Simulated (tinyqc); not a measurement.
Plane-averaged potentials: correction of a charged-defect supercell by a model charge and potential alignment (plane-averaged potentials). Computed by tinyqc, a small Python program. Command: `OMP_NUM_THREADS=1 python tinyqc.py 3112990 3112991 out.jsonl align walk`. One thread of a shared host (Intel(R) Xeon(R) Processor @ 2.30GHz), about 0.01 s of CPU time with the checks.

The "true" defect charge is (1 - x) q in a Gaussian of width sigma plus x q in one of width sigma_t, so the exact answer is known; the correction sees only a single model Gaussian of width sigma_m. A Gaussian of width s has the transform rho(G) = exp(-G^2 s^2/2), normalised to 1. A uniform background cancels q, so G = 0 is left out. Potentials are those felt by a unit positive charge. E_0 is the formation energy of the isolated defect, E_cell its value in the supercell, E_lat = E_iso - E_per of the model charge, C the true less the model potential far from the defect; the exact correction is E_0 - E_cell, and the error of a scheme is E_cell plus its correction less E_0.

Inputs (values chosen for the exercise, with screening close to that of Al2O3): defect charge q = 1 e; dielectric constant eps = 9.06; edge of the cubic cell L = 12.6 angstrom; width sigma of the true defect charge = 1.2 angstrom; width sigma_m of the model charge = 1 angstrom; share x of the charge in a wide tail = 0; width sigma_t of the tail = 2.5 angstrom.

Constants: e^2/(4 pi eps_0) = 14.39964548 eV angstrom.

Method. Plane-averaged potential at distance z from the defect: V(z) = (4 pi q/(eps L^3)) (e^2/(4 pi eps_0 e)) sum_(m != 0) rho(G_m) cos(G_m z)/G_m^2, G_m = 2 pi m/L, |m| <= 40.

Potentials (V):
```
z/L   z (angstrom)       true      model  difference
0.00          0.00   0.079056   0.086897  -0.0078411
0.05          0.63   0.072923   0.079236  -0.0063124
0.10          1.26   0.056527   0.059523  -0.0029962
0.15          1.89   0.034510   0.034607  -0.0000970
0.20          2.52   0.011496   0.010039   0.0014570
0.25          3.15  -0.009527  -0.011548   0.0020206
0.30          3.78  -0.027189  -0.029354   0.0021653
0.35          4.41  -0.041030  -0.043222   0.0021924
0.40          5.04  -0.050933  -0.053129   0.0021961
0.45          5.67  -0.056877  -0.059073   0.0021965
0.50          6.30  -0.058858  -0.061055   0.0021966
```

What follows from these numbers?

The difference moves by 0.00 mV between z/L = 0.4 and 0.5: a plateau.
